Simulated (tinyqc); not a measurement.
# Changing the directionality n

Model: vacuum evaporation: vapour pressure, source flux, thickness distribution, purity and step coverage. Computed by tinyqc, a small Python program. Command: `OMP_NUM_THREADS=1 python tinyqc.py 3112651 3112652 out.jsonl evap sweep`. One thread of a shared host (Intel(R) Xeon(R) Processor @ 2.30GHz), about 0.01 s of CPU time with the checks.

Molecular flow, unit sticking of the metal, no re-evaporation. The background gas is taken as water vapour (18.015 g/mol, collision diameter 0.37 nm) at 300 K.

Inputs (values chosen for the exercise, modelled on gold, with constants for the liquid):
```
quantity,value,unit
molar mass M,196.97,g/mol
film density rho,19.3,g/cm^3
vapour-pressure constant A,10.81,-
vapour-pressure constant B,18100,K
source temperature T,1860,K
source area,0.18,cm^2
source-to-wafer distance h,55,cm
wafer radius R,10,cm
source offset from the axis s/h,0.51,-
```

Constants: u = 1.6605390666e-27 kg; k_B = 1.380649e-23 J/K; R = 8.314462618 J/(mol K).

Method:
- log10(p_v/Pa) = A - B/T; flux from the surface Phi = p_v/sqrt(2 pi m k_B T), m = M u.
- Mass loss = Phi x area x m; heat of evaporation = ln(10) R B; d ln Phi/dT = ln(10) B/T^2 - 1/(2 T).
- A small source emits (n + 1) Phi area cos^n(phi)/(2 pi) per solid angle; on a parallel plane at height h and lateral distance l the arrival rate is (n + 1) Phi area/(2 pi h^2) x (1 + (l/h)^2)^(-(n + 3)/2). Growth rate = arrival rate x m/rho, m = M u. The wafer is fixed and centred above the source.
- Rotating wafer, source offset by s and facing upwards: thickness at radius r is the mean over the angle a of (1 + (r^2 + s^2 - 2 r s cos a)/h^2)^(-(n + 3)/2), by 360 equal steps; non-uniformity (max - min)/(max + min) over 21 radii from 0 to R.

One run for each value:
```
directionality n,growth rate at the centre (nm/s),non-uniformity (max - min)/(max + min) (%),"share of the material that lands on the wafer, 1 - (1 + (R/h)^2)^(-(n + 1)/2) (%)","non-uniformity, rotating (%)"
1.0,0.01675,3.251,3.20,1.031
1.5,0.02094,3.657,3.98,1.014
2.0,0.02513,4.063,4.76,0.966
4.0,0.04188,5.685,7.81,0.460
6.0,0.05864,7.305,10.76,0.532
8.0,0.07539,8.920,13.61,1.985
```

Give the missing row, directionality n = 3.0.

Computed row; columns: (1) directionality n; (2) growth rate at the centre (nm/s); (3) non-uniformity (max - min)/(max + min) (%); (4) share of the material that lands on the wafer, 1 - (1 + (R/h)^2)^(-(n + 1)/2) (%); (5) non-uniformity, rotating (%):
```
(1)      (2)    (3)   (4)    (5)
3.0  0.03351  4.875  6.30  0.775
```

Interpolating between the two neighbouring rows (the first column on a logarithmic scale, the others too where they are positive) misses most in non-uniformity, rotating (%), by 19 %. Over the rows, growth rate at the centre (nm/s) rises from 0.0168 to 0.0754 (exponent d ln y / d ln x 0.55 between the first rows and 0.87 between the last); non-uniformity (max - min)/(max + min) (%) rises from 3.25 to 8.92 (exponent d ln y / d ln x 0.29 between the first rows and 0.69 between the last); share of the material that lands on the wafer, 1 - (1 + (R/h)^2)^(-(n + 1)/2) (%) rises from 3.20 to 13.6 (exponent d ln y / d ln x 0.54 between the first rows and 0.82 between the last).
